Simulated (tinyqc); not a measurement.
Length of a molecular wire: coherent transport through a tight-binding bridge. Computed by the program tinyqc. T = Gamma_L Gamma_R |G_1n|^2 with the self-energies of semi-infinite chains.

A uniform bridge between two chains:
```
parameter                        value
site energy (eV)              0.770000
hopping in the bridge (eV)    0.540000
lead hopping (eV)             2.460000
couplings (eV)              0.72, 1.01
E (eV)                        0.200000
```

Transmission against length:
```
sites           T    ln T
2      7.6211e-01  -0.272
3      7.5995e-01  -0.275
4      4.6830e-01  -0.759
5      7.1137e-01  -0.341
6      8.1133e-01  -0.209
7      4.7268e-01  -0.749
8      6.6376e-01  -0.410
9      8.5984e-01  -0.151
10     4.8161e-01  -0.731
```

What does the comparison show, and why?

E lies inside the band of the bridge (|E - e|/2h = 0.528 < 1): T does not decay but oscillates with length, between 0.468 and 0.860 here, as levels of the bridge pass E.
